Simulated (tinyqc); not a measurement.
Inside a calculation. Model: epitaxial growth on a vicinal surface: Burton-Cabrera-Frank step flow, step-edge barrier and island nucleation. Computed by tinyqc, a small Python program that keeps every step. Command: `OMP_NUM_THREADS=1 python tinyqc.py 3012099 3012100 out.jsonl stepflow walk`. One thread of a shared host (Intel(R) Xeon(R) Processor @ 2.30GHz), about 0.01 s of CPU time with the checks. Intermediate numbers are printed to about 6 digits and carried at full precision; extremes and crossings named in words are read from the listed rows.

Adatoms land at rate F, hop on a square grid (a simplification for hexagonal faces), desorb, or join steps. Lengths are in units of a and n is the adatom coverage. Steps ascend at x = 0 and descend at x = l.

Inputs (values chosen for the exercise, close to those used for GaN(0001)):
```
quantity                     value      unit
site spacing a                3.19  angstrom
step height h                 2.59  angstrom
diffusion barrier E_d         1.25        eV
desorption energy E_a         2.81        eV
adatom formation energy E_f   1.09        eV
step-edge barrier E_s         0.15        eV
attempt frequency nu             1       THz
deposition rate F              3.8  layers/s
miscut angle                   0.1   degrees
temperature T                 1010         C
critical nucleus size i          1         -
```

Constants: k_B = 8.617333262e-05 eV/K.

## Scales

D = nu exp(-E_d/(k_B T)) (a^2/s, nu counted per direction); tau = exp(E_a/(k_B T))/nu; x_s = sqrt(D tau); n_eq = exp(-E_f/(k_B T)); terrace width l = h/(a tan(miscut)); Schwoebel length l_s = exp(E_s/(k_B T)) - 1. Temperatures in kelvin are T(C) + 273.15.

D = 1.23147e+07 a^2/s

lifetime tau = 0.108825 s

diffusion length x_s = 1157.65 a

equilibrium coverage n_eq = 5.23419e-05

terrace width l = 465.191 a

Schwoebel length l_s = 2.88284 a

l/x_s = 0.402: capture and desorption compete.

## Terrace solution

D n'' - n/tau + F = 0 with n(0) = n_eq and -l_s n'(l) = n(l) - n_eq. With u = n - F tau, A = n_eq - F tau, y = l/x_s, s = l_s/x_s: u = A cosh(x/x_s) + B sinh(x/x_s), B = A (1 - cosh y - s sinh y)/(sinh y + s cosh y). Flux into the ascending step J+ = D B/x_s, over the descending one J- = -(D/x_s)(A sinh y + B cosh y); step velocity J+ + J-; growth rate (J+ + J-)/l. For small y: J+ + J- = (F - n_eq/tau) l, J-/J+ = l/(l + 2 l_s). The coverage peaks where n' = 0, tanh(x/x_s) = -B/A.

J+ = 877.275 atoms per step site and s

J- = 866.393 atoms per step site and s

growth rate = 3.74828 layers/s

peak coverage = 0.00835991

position of the peak = 234.028 a

1.4 % of the flux desorbs; even closely spaced steps lose n_eq/tau, 0.013 % of F. The ascending step takes 50.3 %: the barrier makes an uphill current, which evens out terrace widths but makes steps meander and favours mounds on wide terraces. Caution: twice the distance from the ascending step to the coverage peak exceeds the expected island spacing [0.25 (F/D)^(i/(i+2)) exp(E_i/((i+2) k_B T))]^(-1/2) by 40 % or more, so islands nucleate and the step-flow values are formal.

## Step flow or islands

Island density on a flat surface without desorption: N = 0.25 (F/D)^(i/(i+2)) exp(E_i/((i+2) k_B T)) per site, with E_i = 0 for i = 1; spacing l_n = N^(-1/2). Step flow needs an effective width l_eff = 2 x(peak) below l_n.

island density N on a flat surface = 0.00168938 per site

island spacing l_n = 24.3297 a

ratio l_eff/l_n = 19.2380

Islands nucleate on the terraces, and a step-flow solution would overstate the coverage. Caution: the prefactor 0.25 and the criterion are estimates, good to a factor of about two in length.

## Growth mode over temperature

x(peak) solves tanh(x/x_s) = -B/A. Rows where evaporation outweighs deposition are left out.

Scales:
```
T (C)  x_s (a)  l_s (a)  incorporated share  l_n (a)  l_eff/l_n
810    4258.48  3.98808            0.998981  17.1810    27.3061
860    2945.20  3.64662            0.997877  18.9592    24.7273
910    2101.40  3.35456            0.995843  20.7480    22.5815
960    1540.97  3.10239            0.992295  22.5403    20.7749
1010   1157.65  2.88284            0.986390  24.3297    19.2380
1060    888.54  2.69023            0.976927  26.1111    17.9182
1110    695.16  2.52010            0.962158  27.8802    16.7752
1160    553.26  2.36888            0.939380  29.6333    15.7778
1210    447.16  2.23373            0.904011  31.3674    14.9013
```

The ratio stays above 1: islands in every row. Incorporation goes from 99.9 % to 90.4 %.

Checks made by the program: growth rate against F minus desorption, from a numerical solution (relative difference 3e-09).
